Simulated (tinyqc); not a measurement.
Inside a calculation. Model: MOSFET in saturation, small-signal circuit and noise.

Numbers from tinyqc (`OMP_NUM_THREADS=1 python tinyqc.py 2150147 2150148 out.jsonl`; about 0.01 s on one thread of a shared Intel Xeon 2.30GHz). Printed values are rounded.

Bias by the inversion coefficient IC = I/Ispec (charge-based model with velocity saturation; weak inversion below 0.1, strong above 10). Common-source circuit: gm, gds, Cgs, Cgd and Cj at the inner nodes, Rg in series with the gate; quasi-static, no source or drain resistance, no gate-body capacitance, no substrate network, no induced gate noise, so fmax is an upper estimate.

Parameters, values chosen for the exercise:
```
symbol   value         unit                                   meaning
T          300            K                               temperature
L          130           nm                               gate length
W           40           um                          total gate width
Cox       1.82      uF/cm^2                          gate capacitance
mu         450   cm^2/(V s)                                  mobility
n         1.31                                           slope factor
Ls          10           nm                velocity-saturation length
sg       0.018                                           ratio gds/gm
Cov       0.23        fF/um   overlap and fringe capacitance per side
Cj         0.6        fF/um                drain junction capacitance
Rsh         15          ohm              sheet resistance of the gate
Wf           4           um                              finger width
Rc         300       ohm um      gate contact and vertical resistance
IC         2.7                                  inversion coefficient
gw        0.12               short-channel excess of the noise factor
Nt      6.5e16  cm^-3 eV^-1                        oxide trap density
lt         0.1           nm          tunnelling length into the oxide
ac        1000        V s/C            Coulomb scattering coefficient
f            8          GHz                          signal frequency
```

Constants: q = 1.602176634e-19 C, kB = 1.380649e-23 J/K, Vt = kB T/q. Results are converted to the units shown.

## Current, transconductance and gain

Ispec = 2 n mu Cox (W/L) Vt^2, lc = Ls/L, gms = [sqrt((lc IC + 1)^2 + 4 IC) - 1]/[2 + lc (lc IC + 1)], gm = gms Ispec/(n Vt), gds = sg gm.

Ispec = 441.255 uA
I = 1191.39 uA
gms = 1.19510
gm = 15.5714 mS
gds = 0.280285 mS
gm/I = 13.0699 1/V

gm/I is 44.3 % of its weak-inversion limit 1/(n Vt); without velocity saturation (lc = 0) gms would be 1.22.

## Capacitances, gate resistance and cut-off frequencies

qs = [sqrt(1 + 4 IC) - 1]/2, Cgs = Cox W L qs (2 qs + 3)/(3 (qs + 1)^2) + Cov W, Cgd = Cov W, Cd = Cj W, Rg = Rsh (Wf/L)/(12 Nf) + Rc/W with Nf = W/Wf fingers (not rounded) contacted at both ends. fT = gm/(2 pi (Cgs + Cgd)), fmax = fT/(2 sqrt(Rg (gds + 2 pi fT Cgd))).

Cgs = 51.6524 fF
Cgd = 9.2 fF
Cd = 24 fF
Rg = 11.3462 ohm
fT = 40.7259 GHz
fmax = 117.780 GHz

Overlap and fringe make up 30.2 % of the gate capacitance; fmax is 2.89 times fT.

## Admittance matrix

Inner admittances at w = 2 pi f: y11 = i w (Cgs + Cgd), y12 = -i w Cgd, y21 = gm - i w Cgd, y22 = gds + i w (Cgd + Cd). Invert to Z, add Rg to Z11 and invert back to Y.

inner y (mS):

|  | 1 | 2 |
|---|---|---|
| 1 | 0.0000+3.0588i | 0.0000-0.4624i |
| 2 | 15.5714-0.4624i | 0.2803+1.6688i |

Y with Rg (mS):

|  | 1 | 2 |
|---|---|---|
| 1 | 0.1060+3.0551i | -0.0160-0.4619i |
| 2 | 15.5366-1.0016i | 0.2855+1.7503i |

## Current gain and unilateral power gain

|h21| = |Y21/Y11|; U = |Y21 - Y12|^2/(4 [Re Y11 Re Y22 - Re Y12 Re Y21]). Extrapolated at 20 dB a decade: f |h21| and f sqrt(U).

|h21| = 5.09298
U = 216.751
f |h21| = 40.7438 GHz
f sqrt(U) = 117.780 GHz

f |h21| is 0.044 % above the formula for fT, and f sqrt(U) within 0.01 % of that for fmax.

## Noise at the gate

Channel noise Sid = 4 kB T gam n gm with gam = (1/2 + (2/3) qs)/(1 + qs) + gw lc IC, qs = [sqrt(1 + 4 IC) - 1]/2, lc = Ls/L (the last term an empirical rise with velocity saturation); at the gate, white noise Sw = Sid/gm^2 + 4 kB T Rg. Number fluctuation with correlated mobility: S(f) = K/f, K = q^2 Vt lt Nt/(W L Cox^2) (1 + ac mu Cox I/gm)^2, Vt in eV with Nt per eV. Corner fc = K/Sw. Full shot noise would be 2 q I.

gam = 0.616432
Sid = 2.08328e-22 A^2/Hz
Sid/(2 q I) = 0.545701
sqrt(Sw) = 1.02332 nV/Hz^0.5
K = 2.82796e-12 V^2
fc = 2.70055 MHz

The gate resistance gives 18 % of the white noise power.
